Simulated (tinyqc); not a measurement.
## One gate, two gates and a surrounding gate

Below threshold the potential that source and drain add obeys Laplace's equation, vanishes on the gates and decays along the channel as exp(-k y). The same ts (depleted depth over a conducting body, body thickness or wire diameter), ti and permittivities in three geometries; k is the smallest positive root of: one gate, f(k) = eps_r sin(k ti) cos(k ts) + ei cos(k ti) sin(k ts); two gates, f(k) = ei cos(k ti) cos(k ts/2) - eps_r sin(k ti) sin(k ts/2); wire, f(k) = ei J0(u)[J1(u) Y0(v) - Y1(u) J0(v)] - eps_r J1(u)[J0(u) Y0(v) - Y0(u) J0(v)], u = k ts/2, v = u + k ti. Parabolic estimates of l: sqrt((eps_r/ei) ts ti); sqrt((eps_r/(2 ei)) ts ti (1 + ei ts/(4 eps_r ti))); sqrt([2 eps_r ts^2 ln(1 + 2 ti/ts) + ei ts^2]/(16 ei)), in the same order.

Parameters, values chosen for the exercise; permittivities: semiconductor close to that of silicon, insulator close to that of aluminium oxide: relative permittivity of the semiconductor eps_r = 11.7; relative permittivity of the insulator ei = 9.07; insulator thickness ti = 3.6 nm; depletion depth ts = 19 nm.

Scale lengths (nm):
```
                                 Lambda = pi/k  l = 1/k  l(parabolic)
one gate over a conducting body          23.43    7.459         9.393
two gates                                27.98    8.907         9.447
wire                                     18.28    5.817         6.424
```

What does the comparison show?

The wire has the shortest scale length, 0.653 times that of the double gate; the single gate over a conducting body has 0.837 times it, its layer ending directly on a conductor where the double gate has a second insulator. The parabolic estimates are 26 % above, 6.1 % above and 10 % above the exact l, in the order of the rows.

Computed by the program tinyqc: `OMP_NUM_THREADS=1 python tinyqc.py 2420112 2420113 out.jsonl`, one thread of a shared Intel Xeon 2.30GHz, about 0.01 s for the whole run.
